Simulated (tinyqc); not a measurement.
From one barrier to a miniband: Kronig-Penney superlattice by transfer matrices.

Wells (width a, potential 0, mass mw) alternate with barriers (width b, height V0, mass mb); period d = a + b; c = hbar^2/2m0. The vector (psi, psi'/m) is continuous, and a layer of thickness t carries it by M = [[cos kt, (m/k) sin kt], [-(k/m) sin kt, cos kt]] with k = sqrt(m (E - V)/c); for E < V, k = i kappa gives [[cosh, (m/kappa) sinh], [(kappa/m) sinh, cosh]] of kappa t. A Bloch state obeys cos(q d) = tr(Mb Mw)/2.

Constants: hbar^2/2m0 = 3.80998211 eV angstrom^2.

Inputs chosen for the exercise (near those of a strained Si superlattice with barriers of SiGe; shifted at random, so the results belong to these values and not to a real crystal):
```
symbol  value  unit      meaning
a       28     angstrom  well width
b       16     angstrom  barrier width
V0      0.186  eV        barrier height
mw      0.938  m0        mass in the wells
mb      0.931  m0        mass in the barriers
```

Transmission through N barriers separated by wells, between leads of the well material: T = 4/[(M11 + M22)^2 + (u M12 - M21/u)^2] with u = k/mw and M the product over all layers; twelve evenly spaced energies around the first miniband.

Transmission:
```
E (eV)    tr M/2 of a period    N = 1     N = 2     N = 4     N = 8
0.026305               1.997  0.00347  0.000218  1.12e-06  3.01e-11
0.026708               1.587  0.00355  0.000353  5.42e-06  1.36e-09
0.027110               1.187  0.00362  0.000645  4.89e-05  3.90e-07
0.027513               0.796  0.00369   0.00146   0.00504   0.00173
0.027915               0.416  0.00377   0.00543   0.00318    0.0363
0.028318               0.046  0.00384     0.316     0.104    0.0292
0.028720              -0.315  0.00392   0.00981   0.00384    0.0118
0.029123              -0.666  0.00400   0.00225    0.0433    0.0118
0.029525              -1.008  0.00407   0.00100  0.000235  4.54e-05
0.029928              -1.341  0.00415  0.000579  2.15e-05  3.43e-08
0.030330              -1.665  0.00423  0.000383  4.64e-06  7.13e-10
0.030733              -1.980  0.00431  0.000276  1.47e-06  4.30e-11
```

What does the comparison show?

5 of the energies lie in the miniband (|tr M/2| <= 1); there T for N = 8 runs between 0.00173 and 0.0363. In the gaps it falls with N: at E = 0.0307 eV from 1.47e-06 (N = 4) to 4.3e-11 (N = 8), a slope of ln T of -2.61 a period, against -2 arccosh|tr M/2| = -2.61.

Computed by tinyqc, a small Python program: `OMP_NUM_THREADS=1 python tinyqc.py 1281899 1281900 out.jsonl` (the numbers bound the seed that draws the inputs); one thread of a shared host (Intel(R) Xeon(R) Processor @ 2.30GHz), about 0.08 s for the whole set of steps.
